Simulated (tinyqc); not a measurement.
Inside a calculation: band gaps under pressure and temperature from deformation potentials. Values are carried at full precision from step to step, so a last printed digit may differ when a step is redone from the rounded ones.

Murnaghan: V/V0 = (1 + Bp P/B0)^(-1/Bp), B0 = (C11 + 2 C12)/3. Each gap moves by a ln(V/V0) with its volume potential a, and falls with temperature by aV T^2/(T + bV) (Varshni); the two effects are added. No change of phase is considered.

Values chosen for the exercise (near those of GaAs, the X and L potentials typical of such crystals; not measured data):
- C11 = 121.2 GPa
- C12 = 56.4 GPa
- Bp = 4.02 (pressure derivative of the bulk modulus)
- P = 3.2 GPa (pressure)
- Eg = 1.507 eV (gap at Gamma to the s-like level at 0 K, 0 GPa)
- EgX = 1.946 eV (gap to X at 0 K, 0 GPa)
- EgL = 1.803 eV (gap to L at 0 K, 0 GPa)
- aG = -8.25 eV (volume potential of the Gamma gap)
- aX = 2.04 eV (volume potential of the X gap)
- aL = -3.3 eV (volume potential of the L gap)
- aV = (0.522, 0.449, 0.586) meV/K (Varshni alpha of Gamma, X, L)
- bV = (189, 199, 208) K (Varshni beta of Gamma, X, L)
- T = 300 K (temperature)
- aT = 5.7 1e-6/K (linear thermal expansion near 300 K)

## Volume under pressure

Give B0, V/V0, ln(V/V0), the change of the lattice constant and the linear estimate -P/B0.

B0 = 78.00 GPa
V/V0 = 0.96274
ln(V/V0) = -0.03797
change of a = -1.258 %
-P/B0 = -0.04103

The stiffening under pressure makes the compression 7.4 % smaller than the linear estimate.

## Gaps at P and T

Give both shifts and the gaps.

pressure shifts (eV): Gamma 0.3133, X -0.0775, L 0.1253

temperature shifts (eV): Gamma -0.0961, X -0.0810, L -0.1038

gaps (eV): Gamma 1.7242, X 1.7876, L 1.8245

The lowest valley is Gamma (direct gap), 63 meV below X; at 0 K and 0 GPa it is Gamma.

## Pressure coefficients

Expand in P: E = E0 + c1 P + c2 P^2 with c1 = -a/B0 and c2 = a Bp/(2 B0^2).

c1 (meV/GPa): Gamma 105.77, X -26.15, L 42.31

c2 (meV/GPa^2): Gamma -2.726, X 0.674, L -1.090

Gamma and L rise under pressure and X falls, as the signs of the volume potentials say.

## Pressures at which the valleys cross

Two gaps meet at ln(V/V0) = -(E_i - E_j)/(a_i - a_j), with the gaps at T and P = 0; then P = (B0/Bp)(exp(-Bp ln(V/V0)) - 1). A dash marks expansion or a compression beyond ln(V/V0) = -0.3.

Crossings:
```
pair     E_i - E_j (eV)  ln(V/V0)  P (GPa)
Gamma-X         -0.4541   -0.0441     3.77
Gamma-L         -0.2883   -0.0582     5.12
L-X             -0.1658   -0.0311     2.58
```

The lowest valley changes at 3.77 GPa (Gamma to X).

## How much of dE/dT is thermal expansion

At 300 K: dE/dT = -aV T (T + 2 bV)/(T + bV)^2; expansion alone gives 3 aT a; the rest is electron-phonon coupling.

dE/dT (meV/K): Gamma -0.4440, X -0.3776, L -0.4878

from expansion (meV/K): Gamma -0.1411, X 0.0349, L -0.0564

remainder (meV/K): Gamma -0.3029, X -0.4125, L -0.4313

Expansion supplies 32 % of the slope at Gamma and 12 % at L; at X it works against the fall.

## Checks

- Slope of the Gamma gap at P = 0 by finite differences against c1 (meV/GPa): both 105.77.

(tinyqc, `OMP_NUM_THREADS=1 python tinyqc.py 1081515 1081516 out.jsonl`, Intel(R) Xeon(R) Processor @ 2.30GHz, 1 thread, shared host, about 0.01 s.)
